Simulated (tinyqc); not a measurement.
Coupled-perturbed Hartree-Fock on RHF in the sto-3g basis, for H2, spin multiplicity 1, step by step. The polarisability along this axis is zero because the basis has no function that the field can mix in; the real value is not. One step of it, computed by the program tinyqc.

Problem. Iteration 1: building the Fock matrix. J_ij = sum D_kl (ij|kl), K_ij = sum D_kl (ik|jl); F = H + J - 0.5 K; E = tr D H + tr D J / 2 - 0.25 tr D K + E_nn.

D at the start:
```
          1H 1s     2H 1s
1H 1s  0.601507  0.601507
2H 1s  0.601507  0.601507
```

core Hamiltonian H = T + V (hartree):
```
           1H 1s      2H 1s
1H 1s  -1.123564  -0.964080
2H 1s  -0.964080  -1.123564
```

Two-electron integrals (ij|kl) in chemists' order, unique and non-zero (hartree):
```
(11|11) 0.774606   (21|11) 0.446874   (21|21) 0.300250   (22|11) 0.571500
(22|21) 0.446874   (22|22) 0.774606
```

nuclear repulsion = 0.71899078 hartree

Give: Coulomb J; exchange K; Fock matrix F; total energy of this density.

Solution.

Coulomb J (hartree):
```
        1H 1s   2H 1s
1H 1s  1.3473  0.8988
2H 1s  0.8988  1.3473
```

exchange K (hartree):
```
        1H 1s   2H 1s
1H 1s  1.1841  1.0620
2H 1s  1.0620  1.1841
```

Fock matrix F (hartree):
```
         1H 1s    2H 1s
1H 1s  -0.3683  -0.5963
2H 1s  -0.5963  -0.3683
```

total energy of this density = -1.116955 hartree
